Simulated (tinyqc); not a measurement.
Hall effect and magnetoresistance of several carrier groups with constant relaxation times: one step, computed by the program tinyqc.

Group 1 has charge -e and group 2 charge -e; s_i is that sign. B lies along z; mu B is formed with mu in m^2/(V s).

Question. Conductivity of each group. sigma_xx = sum n_i e mu_i/(1 + mu_i^2 B^2); sigma_xy = sum s_i n_i e mu_i^2 B/(1 + mu_i^2 B^2).

Inputs (values chosen for the exercise, for a model conductor):
```
quantity            value        unit
density n1          2e+13      1/cm^2
mobility mu1        25000  cm^2/(V s)
density n2        1.6e+13      1/cm^2
mobility mu2          710  cm^2/(V s)
magnetic field B      1.7           T
```

Carriers: two electron groups. Densities: per area (a thin layer).

Constants: e = 1.602176634e-19 C.

Give: Parts (S); sigma_xx; sigma_xy; sigma at B = 0.

Answer.

Parts (S):
```
group      mu B   sigma_xx     sigma_xy
group 1    4.25  0.0042024    -0.017860
group 2  0.1207  0.0017939  -2.1653e-04
```

sigma_xx = 0.0059964 S

sigma_xy = -0.018077 S

sigma at B = 0 = 0.081929 S
